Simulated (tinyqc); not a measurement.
# Finite-difference solution of the diffusion equation on a small grid, step by step

A worked calculation. Computed by tinyqc, a small Python program that keeps every step. Command: `OMP_NUM_THREADS=1 python tinyqc.py 3011108 3011109 out.jsonl fdiff walk`. One thread of a shared host (Intel(R) Xeon(R) Processor @ 2.30GHz), about 0.01 s of CPU time with the checks. Intermediate numbers are printed to about 5 digits and carried at full precision; extremes and crossings named in words are read from the listed rows.

dC/dt = D d2C/dx2 on nodes x_j = j dx, j = 0..11; the far end is sealed.

Inputs (values chosen for the exercise): diffusivity D = 0.78 nm^2/s; grid spacing dx = 50 nm; time step dt = 1100 s; final time t_f = 17600 s; loss velocity h = 0.00095 nm/s.

Boundary at x = 0: surface loss. Scheme: implicit.

start values C_j, j = 0, 1, ... (% of a reference): [78.5, 100, 68.7, 24.9, 1.16, 0, 0, 0, 0, 0, 0, 0]

## Mesh ratio and operator

The operator M acts as (M C)_j = C_(j-1) - 2 C_j + C_(j+1); at the sealed far end a mirror node gives 2 C_(N-2) - 2 C_(N-1); at j = 0, the outward flux h C_0 gives 2 C_1 - (2 + 2 h dx/D) C_0. r = D dt/dx^2.

mesh ratio r = 0.3432

operator M, rows 0, 1, 2, 3, 4, 5, 6, 7, 8, 9, 10, 11:
```
[[-2.1218, 2.0000, 0.0000, 0.0000, 0.0000, 0.0000, 0.0000, 0.0000, 0.0000, 0.0000, 0.0000, 0.0000],
 [1.0000, -2.0000, 1.0000, 0.0000, 0.0000, 0.0000, 0.0000, 0.0000, 0.0000, 0.0000, 0.0000, 0.0000],
 [0.0000, 1.0000, -2.0000, 1.0000, 0.0000, 0.0000, 0.0000, 0.0000, 0.0000, 0.0000, 0.0000, 0.0000],
 [0.0000, 0.0000, 1.0000, -2.0000, 1.0000, 0.0000, 0.0000, 0.0000, 0.0000, 0.0000, 0.0000, 0.0000],
 [0.0000, 0.0000, 0.0000, 1.0000, -2.0000, 1.0000, 0.0000, 0.0000, 0.0000, 0.0000, 0.0000, 0.0000],
 [0.0000, 0.0000, 0.0000, 0.0000, 1.0000, -2.0000, 1.0000, 0.0000, 0.0000, 0.0000, 0.0000, 0.0000],
 [0.0000, 0.0000, 0.0000, 0.0000, 0.0000, 1.0000, -2.0000, 1.0000, 0.0000, 0.0000, 0.0000, 0.0000],
 [0.0000, 0.0000, 0.0000, 0.0000, 0.0000, 0.0000, 1.0000, -2.0000, 1.0000, 0.0000, 0.0000, 0.0000],
 [0.0000, 0.0000, 0.0000, 0.0000, 0.0000, 0.0000, 0.0000, 1.0000, -2.0000, 1.0000, 0.0000, 0.0000],
 [0.0000, 0.0000, 0.0000, 0.0000, 0.0000, 0.0000, 0.0000, 0.0000, 1.0000, -2.0000, 1.0000, 0.0000],
 [0.0000, 0.0000, 0.0000, 0.0000, 0.0000, 0.0000, 0.0000, 0.0000, 0.0000, 1.0000, -2.0000, 1.0000],
 [0.0000, 0.0000, 0.0000, 0.0000, 0.0000, 0.0000, 0.0000, 0.0000, 0.0000, 0.0000, 2.0000, -2.0000]]
```

## Amplification factors

The mode of M with eigenvalue mu has its amplitude multiplied per step by g = (1 + (1 - theta) r mu)/(1 - theta r mu), with theta = 0 explicit, 1 implicit, 1/2 Crank-Nicolson; the explicit scheme is stable for r up to 2/|mu_min|.

eigenvalues mu of M: [-4.0070, -3.9303, -3.6936, -3.3208, -2.8419, -2.2957, -1.7264, -1.1802, -0.7013, -0.3284, -0.0916, -0.0045]

factors g: [0.42102, 0.42574, 0.44098, 0.46736, 0.50624, 0.55932, 0.62794, 0.71172, 0.80601, 0.89870, 0.96952, 0.99846]

largest stable r of the explicit scheme = 0.49912

The smallest factor is 0.421: no mode changes sign, and all decay but one with mu = 0 where there is such a mode.

## Time step 1

C at the start (%): [78.50, 100.00, 68.70, 24.90, 1.16, 0.00, 0.00, 0.00, 0.00, 0.00, 0.00, 0.00]

With r = D dt/dx^2: (1 - theta r M) C(new) = (1 + (1 - theta) r M) C(old); theta = 0 explicit, 1 implicit, 1/2 Crank-Nicolson.

C after step 1 (%): [80.740, 88.919, 64.811, 29.373, 6.967, 1.482, 0.315, 0.067, 0.014, 0.003, 0.001, 0.000]

## Time step 2

The formulas are those given above.

C after step 2 (%): [79.023, 81.335, 61.550, 32.261, 11.385, 3.384, 0.925, 0.240, 0.060, 0.015, 0.004, 0.002]

## All steps

The run takes n = round(t_f/dt) steps of length t_f/n. The dose is the trapezoidal sum of C dx; the error is the largest difference from exp(M D t/dx^2) C(0), the exact time evolution on the same grid.

Course of the run:
```
step  t (s)     C_1     C_6  dose (% nm)  largest error
1      1100  88.919   0.315        11616         2.0511
2      2200  81.335   0.925        11534         1.7062
3      3300  75.620   1.749        11454         1.4350
4      4400  71.003   2.708        11379         1.2547
5      5500  67.099   3.734        11308         1.1543
6      6600  63.704   4.778        11240         1.0952
7      7700  60.699   5.805        11176         1.1144
...     ...     ...     ...          ...            ...
10    11000  53.375   8.612        11000         1.0955
11    12100  51.363   9.429        10946         1.0506
12    13200  49.517  10.183        10894         1.0009
13    14300  47.818  10.876        10844         0.9499
14    15400  46.249  11.511        10796         0.8996
15    16500  44.794  12.090        10750         0.8513
16    17600  43.442  12.617        10705         0.8055
```

C at the end (%): [42.920, 43.442, 40.024, 33.777, 26.242, 18.864, 12.617, 7.906, 4.694, 2.719, 1.680, 1.360]

largest error at t_f = 0.80553 %

final dose = 10705 % nm

final C_6 = 12.617 %

The time-step error at the end is 0.81 on a scale of 43.4. The dose falls through the surface.

## The three schemes as the step is halved

Each run reaches t_f in n equal steps; errors are the largest difference from exp(M D t_f/dx^2) C(0). A dash marks unstable explicit runs.

Largest error at t_f (%):
```
steps n        r  explicit  implicit  Crank-Nicolson
4        1.37280         -    3.1132      6.5133e-01
8        0.68640         -    1.5980      6.4946e-02
16       0.34320   0.80985    0.8055      1.6233e-02
32       0.17160   0.40492    0.4039      4.0576e-03
64       0.08580   0.20240    0.2021      1.0144e-03
128      0.04290   0.10117    0.1011      2.5359e-04
256      0.02145   0.05058    0.0506      6.3397e-05
```

From the last two rows, halving the step divides the error by 2.00 (explicit), 2.00 (implicit), 4.00 (Crank-Nicolson): a factor 2 marks first order in dt and 4 second order. The explicit scheme needs n of at least 12 to be stable; the other two are stable at any step.

Checks made by the program: matrix exponential against 4096 Crank-Nicolson steps (relative difference 6e-09).
